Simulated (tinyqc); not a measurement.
What each parameter does: averaged masses of warped heavy- and light-hole bands.

Four-band hole energies E = c k^2 f(u), c = hbar^2/2m0, f = g1 -/+ 2 sqrt(g2^2 + 3 (g3^2 - g2^2) s), s = ux^2 uy^2 + uy^2 uz^2 + uz^2 ux^2 for the unit vector u; minus for heavy, plus for light holes; the mass along u is 1/f.

Grid: n x n midpoints in cos(theta) from 0 to 1 and phi from 0 to pi/2, equal weights. m_d = <f^(-3/2)>^(2/3). Conductivity mass for one scattering time: 1/m_c = <|w|^2 f^(-5/2)>/<f^(-3/2)> with w = grad_k(k^2 f)/(2 k), that is |w|^2 = f^2 + |angular gradient of f|^2/4.

Parameters, chosen for this exercise (out of a larger set: near those of GaAs; not measured data):
```
symbol  value  unit  meaning
g1      6.97         Luttinger gamma1
g2      2.06         gamma2
g3      2.93         gamma3
```

n = 40. Each row changes one parameter from the base and keeps the others.

Results:
```
case        m_d heavy (m0)  m_c heavy (m0)  m_d light (m0)  m_c light (m0)
base                0.6135          0.4780          0.0822          0.0817
g1 = 6.761          0.7117          0.5200          0.0837          0.0831
g2 = 2.122          0.6245          0.4964          0.0819          0.0814
g3 = 3.018          0.6756          0.4842          0.0815          0.0808
```

The largest shifts from the base row, up to three for each result and ties (the steps differ in size, so this ranks the rows, not the parameters). m_d heavy (m0): g1 +0.0981, g3 +0.0621, g2 +0.0110. m_c heavy (m0): g1 +0.0420, g2 +0.0184, g3 +0.0062. m_d light (m0): g1 +0.0014, g3 -0.0007, g2 -0.0003. m_c light (m0): g1 +0.0014, g3 -0.0008, g2 -0.0002.

(tinyqc, `OMP_NUM_THREADS=1 python tinyqc.py 1081529 1081530 out.jsonl`, Intel(R) Xeon(R) Processor @ 2.30GHz, 1 thread, shared host, about 0.01 s.)
